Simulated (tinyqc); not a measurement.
# On-chip power grid, static voltage drop by conjugate gradients, step by step

tinyqc, about 0.3 s, one thread, Intel Xeon 2.30GHz (shared host): `OMP_NUM_THREADS=1 python tinyqc.py 2770121 2770122 out.jsonl` Printed values are rounded.

A grid of 3 rows and 4 columns, node k = 4 row + column. Neighbours in a row are joined by Rx, in a column by Ry; pad nodes, which reach the supply through Rp: 0. Each node draws I0, node 8 draws kh I0. The drops u = Vdd - V solve G u = i, with G the conductance matrix (1/Rp added on the diagonal at pad nodes).

Parameters, values chosen for the exercise:
- Vdd = 0.75 V (supply voltage)
- Rx = 0.52 ohm (resistance of a horizontal segment)
- Ry = 0.36 ohm (resistance of a vertical segment)
- Rp = 0.068 ohm (resistance from a pad node to the supply)
- I0 = 2 mA (load current of an ordinary node)
- kh = 3 (factor on the load at the hot node)

## Diagonal of G, loads and first direction

G_kk = sum of the conductances at node k. Start u = 0, so the residual is r = i; z = r/G_kk (Jacobi preconditioner), p = z.

G_kk (S):
```
         col 0    col 1    col 2    col 3
row 0  19.4067  6.62393  6.62393  4.70085
row 1  7.47863  9.40171  9.40171  7.47863
row 2  4.70085  6.62393  6.62393  4.70085
```

r at the start (mA):
```
       col 0  col 1  col 2  col 3
row 0      2      2      2      2
row 1      2      2      2      2
row 2      6      2      2      2
```

p at the start (mV):
```
          col 0     col 1     col 2     col 3
row 0  0.103057  0.301935  0.301935  0.425455
row 1  0.267429  0.212727  0.212727  0.267429
row 2   1.27636  0.301935  0.301935  0.425455
```

## Iteration 1: conjugate-gradient step

u at the start (mV):
```
       col 0  col 1  col 2  col 3
row 0      0      0      0      0
row 1      0      0      0      0
row 2      0      0      0      0
```

q = G p; with z = r/G_kk: a = (r.z)/(p.q); u(new) = u + a p; r(new) = r - a q; b = (r.z)(new)/(r.z); p(new) = z(new) + b p.

q (mA):
```
          col 0     col 1     col 2     col 3
row 0   0.67650   0.63026   0.01026   0.67650
row 1  -2.24081  -0.60080  -0.60080  -0.77273
row 2   4.67650  -1.62610   0.01026   0.67650
```

a = 2.64388

u after iteration 1 (mV):
```
         col 0    col 1    col 2    col 3
row 0  0.27247  0.79828  0.79828  1.12485
row 1  0.70705  0.56243  0.56243  0.70705
row 2  3.37455  0.79828  0.79828  1.12485
```

r after iteration 1 (mA):
```
          col 0    col 1    col 2    col 3
row 0   0.21142  0.33367  1.97286  0.21142
row 1   7.92444  3.58843  3.58843  4.04300
row 2  -6.36409  6.29921  1.97286  0.21142
```

b = 2.09616

p after iteration 1 (mV):
```
         col 0    col 1    col 2    col 3
row 0  0.22692  0.68328  0.93074  0.93680
row 1  1.62018  0.82759  0.82759  1.10118
row 2  1.32165  1.58388  0.93074  0.93680
```

## Iteration 2: conjugate-gradient step

As before.

q (mA):
```
          col 0     col 1     col 2     col 3
row 0  -1.41077   0.00086   0.75080  -0.44498
row 1   6.22368  -3.22418  -1.09922   1.43938
row 2  -1.33357   3.86115  -0.98113  -0.44498
```

a = 2.63103

u after iteration 2 (mV):
```
         col 0    col 1    col 2    col 3
row 0  0.86950  2.59601  3.24710  3.58959
row 1  4.96981  2.73984  2.73984  3.60429
row 2  6.85185  4.96553  3.24710  3.58959
```

r after iteration 2 (mA):
```
         col 0    col 1    col 2   col 3
row 0   3.9232   0.3314  -0.0025  1.3822
row 1  -8.4503  12.0713   6.4805  0.2559
row 2  -2.8554  -3.8596   4.5543  1.3822
```

b = 1.31291

p after iteration 2 (mV):
```
         col 0    col 1    col 2    col 3
row 0  0.50008  0.94712  1.22161  1.52396
row 1  0.99724  2.37051  1.77584  1.47998
row 2  1.12778  1.49682  1.90953  1.52396
```

## Iteration 3: conjugate-gradient step

As before.

q (mA):
```
         col 0    col 1    col 2    col 3
row 0   5.1134  -3.6220  -1.5931   0.7036
row 1  -1.6225  10.1652   0.5936  -0.8133
row 2  -0.3471  -2.5109   1.9065  -0.6193
```

a = 2.00012

u after iteration 3 (mV):
```
         col 0    col 1    col 2    col 3
row 0  1.86972  4.49036  5.69047  6.63770
row 1  6.96442  7.48114  6.29175  6.56443
row 2  9.10755  7.95936  7.06640  6.63770
```

r after iteration 3 (mA):
```
          col 0     col 1    col 2     col 3
row 0  -6.30430   7.57592  3.18394  -0.02515
row 1  -5.20506  -8.26033  5.29328   1.88270
row 2  -2.16121   1.16242  0.74100   2.62088
```

b = 0.766318

p after iteration 3 (mV):
```
         col 0    col 1    col 2    col 3
row 0  0.05837  1.86951  1.41681  1.16249
row 1  0.06821  0.93796  1.92387  1.38588
row 2  0.40449  1.32253  1.57518  1.72537
```

## Course of the conjugate-gradient iteration

Stop when |r| is below 1e-9 mA.

Course of the iteration:
```
iteration  largest u (mV)  |r| (mA)
1                 3.37455      13.9
2                 6.85185      18.0
3                 9.10755      15.7
4                 10.2150      10.6
5                 11.2628      7.49
6                 12.2948      4.11
7                 12.4254     0.922
8                 12.6172     0.279
9                 12.6281     0.111
10                12.6318    0.0245
11                12.6320   1.25e-3
12                12.6320   < 1e-11
```

Converged in 12 iterations for 12 unknowns; in exact arithmetic the method needs at most 12. The condition number of the scaled matrix is 62.6. Gauss-Seidel sweeps in node order need 359 to reach the same residual.

## Worst drop, pad currents and power lost

converged u (mV):
```
        col 0    col 1    col 2    col 3
row 0  1.9040   8.0214  10.9994  12.2929
row 1  7.0289   9.4748  11.4456  12.4684
row 2  9.7404  10.5371  11.8282  12.6320
```

Pad current u/Rp; worst drop as a share of Vdd; power lost in the grid and pads sum_k i_k u_k; power delivered sum_k i_k (Vdd - u_k).

worst drop = 12.6320 mV
share of Vdd = 1.68426 %
pad currents (mA): node 0 28
power lost = 0.275708 mW
power delivered = 20.7243 mW

The pad currents add up to the total load, 28.00 mA. The worst drop is at node 11, not at the hot node.
